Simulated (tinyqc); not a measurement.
Resistive crossbar, vector-matrix product with wire resistance: one step of the calculation.

2 rows and 2 columns. Cell (i, j) joins row node wij to column node bij. Each row is driven at its left end through one wire segment rw; neighbouring nodes along a row or a column are joined by rw; each column ends below the last row in one more rw and a virtual ground, where its current is read. Ideal output: I_j = sum_i V_i G_ij.

Task. Error against the ideal product. Ideal I_j = sum_i V_i G_ij; error = I/ideal - 1.

Values chosen for this exercise: input voltages of the rows V = [0.14, 0.08] V.

cell conductances G (uS):
```
	column 1	column 2
row 1	310	390
row 2	310	160
```

column currents (uA): column 1 67.237032, column 2 66.163287

Give: ideal currents; error.

Result.

ideal currents (uA): column 1 68.20, column 2 67.40
error (%): column 1 -1.412, column 2 -1.835

The largest error is in column 2. All currents fall short, since the wires take part of the voltage.

Numbers from tinyqc (`OMP_NUM_THREADS=1 python tinyqc.py 2880027 2880028 out.jsonl`; about 0.02 s on one thread of a shared Intel Xeon 2.30GHz).
